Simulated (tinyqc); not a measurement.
# Changing the photon flux entering

Model: surface photovoltage measurement of the minority-carrier diffusion length in a wafer. Computed by tinyqc, a small Python program. Command: `OMP_NUM_THREADS=1 python tinyqc.py 3130061 3130062 out.jsonl spv sweep`. One thread of a shared host (Intel(R) Xeon(R) Processor @ 2.30GHz), about 0.01 s of CPU time with the checks.

Low injection, steady light, a depletion layer much thinner than 1/alpha and L. The excess density dn is taken at the front edge of the neutral region; light that reaches the back is lost.

Inputs (values chosen for the exercise, modelled on p-type silicon at room temperature):
```
quantity,value,unit
diffusion length L,77,micrometre
wafer thickness W,725,micrometre
diffusivity D,31.6,cm^2/s
front recombination velocity S_f,22000,cm/s
back recombination velocity S_b,590000,cm/s
minority density at the surface barrier scale n_0,1.6e+10,1/cm^3
temperature T,298,K
wavelength,921,nm
```

Constants: k_B = 8.617333262e-05 eV/K.

Method:
- alpha = (84.732/lambda - 76.417)^2 per cm with lambda in micrometre (an empirical fit for silicon between 0.7 and 1.05 micrometre).
- Thick wafer: dn = Phi L/((S_f + D/L)(L + 1/alpha)). Finite wafer, with s = S_b L/D, w = W/L, a = alpha L: dn = [Phi a/(a^2 - 1)] [a - B - exp(-alpha W)(a - s)/(cosh w + s sinh w)]/(S_f + B D/L), B = (sinh w + s cosh w)/(cosh w + s sinh w).
- Photovoltage V = (k_B T/e) ln(1 + dn/n_0). Lifetime = L^2/D.

One run for each value:
```
photon flux entering (1/(cm^2 s)),photovoltage V (mV),"dn, finite wafer (1/cm^3)"
1.00e+10,4.0059e-04,2.4960e+05
1.00e+11,4.0056e-03,2.4960e+06
1.00e+12,4.0028e-02,2.4960e+07
1.00e+13,3.9750e-01,2.4960e+08
1.00e+14,3.7226e+00,2.4960e+09
1.00e+15,2.4139e+01,2.4960e+10
1.00e+16,7.2144e+01,2.4960e+11
```

What does the table show, and why?

Over the rows, photovoltage V (mV) rises from 4.01e-4 to 72.1 (exponent d ln y / d ln x 1.00 between the first rows and 0.48 between the last); dn, finite wafer (1/cm^3) rises from 250000 to 2.50e11 (exponent d ln y / d ln x about 1.0 throughout). At the low end the exponent of photovoltage V is 1.00, close to 1: the linear range.

Caution (rows 1.00e14, 1.00e15, 1.00e16): dn is not small against n_0, so V is not linear in the flux; the constant-flux reading then needs dn, not V.

Extremes, crossings and ranges named in words are read from the listed rows.
